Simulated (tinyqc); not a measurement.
Absorption edge of a degenerate semiconductor, band filling against gap narrowing: two steps of the calculation.

n-type, parabolic bands, full ionisation. eta = (EF - Ec)/kB T solves N = Nc F12(eta), F12(x) = (2/sqrt(pi)) int_0^infinity sqrt(u)/(1 + exp(u - x)) du. The gap shrinks rigidly by dEg = a3 y^(1/3) + a4 y^(1/4) + a2 y^(1/2), y = N/1e18 cm^-3, an empirical law that is here taken as the true narrowing.

Values chosen for this exercise; band and dielectric values close to those of In0.53Ga0.47As:
- T = 300 K (temperature)
- Eg = 0.754 eV (band gap)
- Nc = 2.1e17 cm^-3 (conduction-band density of states at 300 K, from me)
- me = 0.0412 m0 (electron mass)
- mh = 0.45 m0 (hole mass)
- N = 1.6e17 cm^-3 (ionised donor density)
- a3 = 18.5 meV (coefficient of (N/1e18)^(1/3))
- a4 = 11.7 meV (coefficient of (N/1e18)^(1/4))
- a2 = 1.2 meV (coefficient of (N/1e18)^(1/2))

Constants: q = 1.602176634e-19 C, kB = 1.380649e-23 J/K, h = 6.62607015e-34 J s, c = 299792458 m/s, Vt = kB T/q. Results are converted to the units shown.

Task 1. Fermi level. Newton step on ln F12(eta) = ln(N/Nc): eta(new) = eta - ln(Nc F12/N) F12/Fm, Fm(x) = dF12/dx = (1/sqrt(pi)) int_0^infinity u^(-1/2)/(1 + exp(u - x)) du.

eta at the start (Boltzmann value) = -0.2719

Wanted: F12; Fm; eta after iteration 1.

Result 1.

F12 = 0.61431
Fm = 0.50621
eta after iteration 1 = -0.010593

Task 2. The optical edge. Vertical transitions need an empty final state: the edge is taken where the state lies 4 kB T below EF, E_opt = Eg - dEg + (1 + me/mh) max(eta - 4, 0) kB T; wavelength h c/(q E_opt).

converged eta = -5.3690619e-3

Wanted: dEg; EF - Ec; filling shift; E_opt; wavelength.

Result 2.

dEg = 17.923 meV
EF - Ec = -0.13880 meV
filling shift = 0 meV
E_opt = 0.73608 eV
wavelength = 1684.4 nm

The edge lies 17.9 meV below the undoped gap: narrowing outweighs filling.

Range of the model: Band tails, non-parabolic bands and incomplete ionisation are left out.

tinyqc, about 0.01 s, one thread, Intel Xeon 2.30GHz (shared host): `OMP_NUM_THREADS=1 python tinyqc.py 2330003 2330004 out.jsonl`
